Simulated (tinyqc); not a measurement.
Single-band model of a thermoelectric material. Inputs raised by 10 %, one at a time. Computed by tinyqc, a small Python program. Command: `OMP_NUM_THREADS=1 python tinyqc.py 3024231 3024232 out.jsonl thermo sens`. One thread of a shared host (Intel(R) Xeon(R) Processor @ 2.30GHz), about 0.05 s of CPU time with the checks.

One spherical band, one scattering law, no minority carriers and no phonon drag. In a real material minority carriers limit |S| to about E_g/(2 e T), so larger values are formal. eta = E_F/(k_B T) is counted from the band edge; f = 1/(1 + exp(x - eta)).

Inputs (values chosen for the exercise, for a model material):

| quantity | value | unit |
|---|---|---|
| density-of-states mass m | 0.61 | m_0 |
| mobility parameter mu_300 | 1200 | cm^2/(V s) |
| temperature exponent p | 1.5 | - |
| lattice thermal conductivity kappa_L | 69 | W/(m K) |
| carrier density n | 1.2e+20 | 1/cm^3 |
| temperature T | 560 | K |

Band: parabolic. Scattering: constant relaxation time, r = 0.

Constants: m_0 = 9.1093837015e-31 kg; k_B = 1.380649e-23 J/K; hbar = 1.054571817e-34 J s; k_B = 8.617333262e-05 eV/K; e = 1.602176634e-19 C.

Method:
- With x = E/(k_B T), a = alpha k_B T (0 for a parabolic band), G = x (1 + a x), D = 1 + 2 a x and <y> = int y f (1 - f) dx, f = 1/(1 + exp(x - eta)): tau = tau_0 G^r/D; transport function s = G^(3/2 + r)/D^2; n = N_0 <G^(3/2)> with N_0 = (2 m k_B T)^(3/2)/(3 pi^2 hbar^3).
- Integrals over x = E/(k_B T) use 160 Gauss-Legendre points in u = sqrt(x) from 0 to sqrt(max(eta, 0) + 32).
- Solve for eta.
- sigma = e mu_0 N_0 <s> with mu_0 = e tau_0/m = mu_300 (T/300 K)^(-p); |S| = (k_B/e)(<x s>/<s> - eta); Lorenz number L = (k_B/e)^2 (<x^2 s>/<s> - (<x s>/<s>)^2); kappa_e = L sigma T; zT = S^2 sigma T/(kappa_L + kappa_e).
- Hall factor r_H = <G^(3/2)> <G^(3/2 + 2r)/D^4>/<s>^2; drift mobility sigma/(n e) with n = N_0 <G^(3/2)>; power factor S^2 sigma.
- Quality factor B = (k_B/e)^2 e mu_0 N_0 T/kappa_L; zT and the power factor are maximised over eta between -8 and 30.

Runs:

| input moved | from | to | Seebeck coefficient \|S\| (microvolt/K) | zT | largest zT | Lorenz number L (1e-8 V^2/K^2) |
|---|---|---|---|---|---|---|
| base run | - | - | 123.5 | 0.0972 | 0.1009 | 2.088 |
| density-of-states mass m (m_0) | 0.61 | 0.671 | 132.8 | 0.1124 | 0.1150 | 2.066 |
| mobility parameter mu_300 (cm^2/(V s)) | 1200 | 1320 | 123.5 | 0.1055 | 0.1101 | 2.088 |
| lattice thermal conductivity kappa_L (W/(m K)) | 69 | 75.9 | 123.5 | 0.0894 | 0.0925 | 2.088 |
| carrier density n (1/cm^3) | 1.2e+20 | 1.32e+20 | 117.6 | 0.0955 | 0.1009 | 2.104 |
| temperature T (K) | 560 | 616 | 132.8 | 0.1078 | 0.1101 | 2.066 |
| temperature exponent p | 1.5 | 1.65 | 123.5 | 0.0895 | 0.0926 | 2.088 |

Exponents ln(y'/y) / ln(x'/x):

| input | Seebeck coefficient \|S\| | zT | largest zT | Lorenz number L |
|---|---|---|---|---|
| density-of-states mass m | 0.755 | 1.525 | 1.366 | -0.114 |
| mobility parameter mu_300 | 0.000 | 0.861 | 0.912 | 0.000 |
| lattice thermal conductivity kappa_L | 0.000 | -0.872 | -0.918 | 0.000 |
| carrier density n | -0.518 | -0.186 | 0.000 | 0.079 |
| temperature T | 0.755 | 1.090 | 0.912 | -0.114 |
| temperature exponent p | 0.000 | -0.857 | -0.901 | 0.000 |

To which inputs is each result most sensitive?

Among the inputs moved here: Seebeck coefficient |S| answers most in size to density-of-states mass m (exponent +0.755), and about equally to temperature T (+0.755); its exponent is below 0.0005 for mobility parameter mu_300, lattice thermal conductivity kappa_L, temperature exponent p. zT answers most in size to density-of-states mass m (exponent +1.525), next to temperature T (+1.090). Largest zT answers most in size to density-of-states mass m (exponent +1.366), next to lattice thermal conductivity kappa_L (-0.918); its exponent is below 0.0005 for carrier density n. Lorenz number L answers most in size to density-of-states mass m (exponent -0.114), and about equally to temperature T (-0.114); its exponent is below 0.0005 for mobility parameter mu_300, lattice thermal conductivity kappa_L, temperature exponent p.

Extremes, crossings and ranges named in words are read from the listed rows.
